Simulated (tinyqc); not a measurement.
From one set of inputs to another, one input at a time: quasi-harmonic thermal expansion with mode Grueneisen parameters. Computed by tinyqc, a small Python program. Command: `OMP_NUM_THREADS=1 python tinyqc.py 3009289 3009290 out.jsonl qha ladder`. One thread of a shared host (Intel(R) Xeon(R) Processor @ 2.30GHz), about 0.05 s of CPU time with the checks.

A crystal with two atoms a cell; per atom there are 1 transverse acoustic (TA), 1/2 longitudinal acoustic (LA) and 3/2 optical (O) modes. Every frequency of group i scales as nu_i (V/V0)^(-gamma_i). Each group has one frequency. Static energy: E = (9 V0 B0/16) [y^3 B' + y^2 (2 - 4 y)], y = (V0/V)^(2/3) - 1, with pressure P_s = (3 B0/2) (z^7 - z^5) [1 + (3/4)(B' - 4)(z^2 - 1)], z = (V0/V)^(1/3).

The inputs printed are set A. Inputs not listed in the table keep their values of set A, so the rows need not describe a real material.

Inputs (values chosen for the exercise, modelled on germanium): static volume V0 = 22.6 angstrom^3/atom; static bulk modulus B0 = 77.1 GPa; static B' = 4.59; frequency nu_TA = 2.43 THz; frequency nu_LA = 6.38 THz; frequency nu_O = 8.22 THz; Grueneisen parameter gamma_TA = -0.7; Grueneisen parameter gamma_LA = 0.95; Grueneisen parameter gamma_O = 1; temperature T = 50 K; step factor f = 0.6.

Acoustic groups: Einstein.

Constants: h x 1 THz = 4.135667696 meV; k_B = 8.617333262e-05 eV/K; 1 eV/angstrom^3 = 160.2176634 GPa.

Method:
- For a mode with x = h nu/(k_B T), n = 1/(exp(x) - 1): U = h nu (n + 1/2), C/k_B = x^2 n (n + 1); U_i and C_i sum these over group i with its weight per atom.
- Phonon pressure P_ph = sum_i gamma_i U_i/V.
- gamma_th = sum gamma_i C_i / sum C_i; volume expansion coefficient alpha_V = gamma_th C k_B/(B0 V0); linear coefficient alpha_V/3; first-order volume change P_ph/B0.
- Start at V0 and step V(new) = V [1 + f (P_s + P_ph)/B0]; stop when |P_s + P_ph| < 1e-8 GPa, after 60 steps, or when V leaves 0.7 to 1.3 V0.
- B_T = -V d(P_s + P_ph)/dV at fixed T (central difference, step 1e-4 V); alpha_V = sum gamma_i C_i k_B/(B_T V), all at V(T); the linear coefficient is alpha_L = alpha_V/3.
- C_P - C_V = alpha_V^2 B_T V T; the optical frequency is nu_O (V/V0)^(-gamma_O).

Each row keeps all changes above it:
```
input moved                         from    to  linear expansion coefficient (ppm/K)  isothermal bulk modulus B_T (GPa)  gamma_th at V0
set A                                  -     -                               -1.0008                              76.63         -0.5238
Grueneisen parameter gamma_O           1     2                               -0.8951                              76.53         -0.4755
frequency nu_TA (THz)               2.43  1.51                               -1.2570                              76.50         -0.5230
Grueneisen parameter gamma_TA       -0.7  0.81                                2.1170                              76.31          0.8616
temperature T (K)                     50    80                                3.9075                              76.19          1.0594
static volume V0 (angstrom^3/atom)  22.6  16.9                                5.2618                              75.89          1.0594
static bulk modulus B0 (GPa)        77.1   152                                2.6330                             150.78          1.0594
static B'                           4.59  5.12                                2.6386                             150.46          1.0594
```

Which inputs carry the difference?

Linear expansion coefficient goes from -1.00 to 2.64, +3.64 in all. The largest single move comes from Grueneisen parameter gamma_TA (+3.37), and static bulk modulus B0 works against it (-2.63). Isothermal bulk modulus B_T goes from 76.6 to 150, a factor 1.96 in all. The largest single move comes from static bulk modulus B0 (a factor 1.99). gamma_th at V0 goes from -0.524 to 1.06, +1.58 in all. The largest single move comes from Grueneisen parameter gamma_TA (+1.38). The single moves hold for this order of the switches; the total does not depend on the order.

Extremes, crossings and ranges named in words are read from the listed rows.
